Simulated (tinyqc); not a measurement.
Gate-all-around wire, scale length and short-channel effects: two steps of the calculation.

A round wire of diameter ts in an insulator shell of thickness ti under a surrounding gate. Below threshold the potential that source and drain add obeys Laplace's equation and vanishes on the gate. Its lowest mode decays along the channel as exp(-k y); k is the smallest positive root of the matching condition at the interface, and the scale length is Lambda = pi/k.

Inputs (values chosen for the exercise); permittivities: semiconductor close to that of germanium, insulator close to that of aluminium oxide: relative permittivity of the semiconductor eps_r = 15.8; relative permittivity of the insulator ei = 8.81; insulator thickness ti = 3.5 nm; wire diameter ts = 12 nm.

Question 1. Decay constant by Newton steps. f(k) = ei J0(u)[J1(u) Y0(v) - Y1(u) J0(v)] - eps_r J1(u)[J0(u) Y0(v) - Y0(u) J0(v)], u = k ts/2, v = u + k ti; f' by a central difference with +/- 1e-5 1/nm; k(new) = k - f/f'.

k after iteration 1 = 0.20885745 1/nm

Wanted: f; f'; k after iteration 2.

Answer 1.

f = 0.08830
f' = -31.36 nm
k after iteration 2 = 0.2117 1/nm

Question 2. Scale length against simple estimates. Lambda = pi/k and l = 1/k. A parabolic potential across the structure gives l(parabolic) = sqrt([2 eps_r ts^2 ln(1 + 2 ti/ts) + ei ts^2]/(16 ei)).

k = 0.21171756 1/nm

Find: Lambda; l; l(parabolic).

Answer 2.

Lambda = 14.839 nm
l = 4.7233 nm
l(parabolic) = 4.8820 nm

tinyqc, about 0.02 s, one thread, Intel Xeon 2.30GHz (shared host): `OMP_NUM_THREADS=1 python tinyqc.py 2420148 2420149 out.jsonl`
